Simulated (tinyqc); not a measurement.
What moves the results: dielectric confinement in a thin film (image charges). A value that a table varies takes the place of the one given here.

A film |z| < t/2 of dielectric constant eps between half-spaces of dielectric constant e2; lam = (eps - e2)/(eps + e2), q = e^2/(4 pi eps0). The self-energy of a band edge is taken with the high-frequency value, e2 = eh, and the field of a fixed ion with the static one, e2 = eo. A charge at z has images lam^|n| at n t + (-1)^n z. Its self-energy is S(z) = (q/2 eps) sum over n >= 1 of lam^n [1/(n t - 2z) + 1/(n t + 2z)] for odd n and 2 lam^n/(n t) for even n; at the centre S(0) = -(q/(eps t)) ln(1 - lam).

Donor at the centre, lam from the static eo, trial function cos(pi z/t) exp(-rho/l): E(l) = c/(m l^2) - (q/eps) times the integral over k of F(k t) (1 + (k l/2)^2)^(-3/2), with F(x) = F0 + 2 lam exp(-x) G/(1 - lam exp(-x)), F0 = 2[(1 - exp(-x/2))/x + x (1 + exp(-x/2))/(x^2 + 4 pi^2)], G = 2 sinh(x/2)[1/x - x/(x^2 + 4 pi^2)]; c = hbar^2/2m0. The binding energy is -E at the minimum, counted from the subband edge with its self-energy.

Constants: e^2/(4 pi eps0) = 14.39964547 eV angstrom; hbar^2/2m0 = 3.80998211 eV angstrom^2; Ry = 13.60569312 eV.

Parameters, chosen for this exercise (near those of an InGaAs film in vacuum; the results hold for these values, not for the real material): eps = 13.3 (dielectric constant of the film); eh = 1 (high-frequency dielectric constant outside); eo = 1 (static dielectric constant outside); m = 0.046 m0 (mass in the plane); mz = 0.045 m0 (mass across the film); ts = (12, 18, 26, 38, 55, 80, 120) angstrom (thicknesses); t = 62 angstrom (film thickness).

## Thinning the film

<S> is the mean over (2/t) cos^2(pi z/t); confinement c (pi/t)^2/mz; donor binding with and without images.

Results:

| t (angstrom) | <S> (meV) | confinement (meV) | binding, no images (meV) | binding (meV) | l (angstrom) |
|---|---|---|---|---|---|
| 12 | 194.8 | 5802.9 | 13.1 | 211.2 | 34.4 |
| 18 | 129.9 | 2579.1 | 12.6 | 160.3 | 40.9 |
| 26 | 89.9 | 1236.1 | 12.1 | 123.9 | 47.9 |
| 38 | 61.5 | 578.7 | 11.5 | 94.4 | 56.4 |
| 55 | 42.5 | 276.2 | 10.7 | 72.0 | 66.2 |
| 80 | 29.2 | 130.6 | 9.9 | 54.5 | 77.7 |
| 120 | 19.5 | 58.0 | 8.8 | 40.2 | 92.4 |

How do the results move?

Between 120 and 12 angstrom the binding goes from 40.2 to 211.2 meV; quantum confinement alone would take it from 8.8 to 13.1, so the images supply +31.3 and +198.1 meV. |<S>| goes as 1/t and exceeds the confinement energy beyond 357 angstrom. Hard-wall energies above 300 meV (up to t = 38 angstrom) overstate the confinement: walls are finite and valleys non-parabolic.

## Choice of the surrounding dielectric

The same film between different dielectrics; in this table one value e2 serves for both eo and eh.

Results:

| case | lam | <S> (meV) | binding (meV) | l (angstrom) |
|---|---|---|---|---|
| e2 = 1 | 0.860 | 37.7 | 65.9 | 69.7 |
| e2 = 2.5 | 0.684 | 22.7 | 40.5 | 74.7 |
| e2 = 3.9 | 0.547 | 15.9 | 30.1 | 78.8 |
| e2 = 7.5 | 0.279 | 6.8 | 17.9 | 88.0 |
| e2 = 16 | -0.092 | -1.9 | 8.6 | 105.7 |
| e2 = 25 | -0.305 | -5.8 | 5.3 | 120.9 |
| e2 = 80 | -0.715 | -12.2 | 1.3 | 182.6 |

What can be read from the table?

The binding spans a factor 51.2, from 66 meV in vacuum to 1.3 meV for e2 = 80; going from 3.9 to 25 changes it by -24.8 meV and the band edge by -21.7 meV, so the binding responds 1.14 times as much as the edge (for an orbit much smaller than t the binding would change by twice the change of S(0), -36.9 meV; here l/t = 1.27 for e2 = 3.9).

## What each parameter does

<S> is the mean over (2/t) cos^2(pi z/t). Each row changes one parameter from the base and keeps the others.

Results:

| case | lam from eh | <S> (meV) | binding (meV) | l (angstrom) |
|---|---|---|---|---|
| base | 0.860 | 37.7 | 65.9 | 69.7 |
| t = 56 angstrom | 0.860 | 41.7 | 71.1 | 66.7 |
| eps = 12 | 0.846 | 39.9 | 71.6 | 66.1 |
| eo = 1.4 | 0.860 | 37.7 | 56.0 | 71.1 |
| eh = 1.3 | 0.822 | 33.3 | 65.9 | 69.7 |
| m = 0.055 m0 | 0.860 | 37.7 | 69.0 | 62.9 |

How do the results move?

The largest shifts from the base row, up to three for each result and ties (the steps differ in size, so this ranks the rows, not the parameters). lam from eh: eh -0.038, eps -0.014; unchanged at the printed digits by t, eo and m. <S> (meV): eh -4.4, t +4.0, eps +2.2; unchanged at the printed digits by eo and m. binding (meV): eo -9.9, eps +5.7, t +5.2; unchanged at the printed digits by eh. l (angstrom): m -6.8, eps -3.6, t -3.0; unchanged at the printed digits by eh.

Computed by tinyqc, a small Python program: `OMP_NUM_THREADS=1 python tinyqc.py 1281643 1281644 out.jsonl` (the numbers bound the seed that draws the inputs); one thread of a shared host (Intel(R) Xeon(R) Processor @ 2.30GHz), about 0.06 s for the whole set of steps.
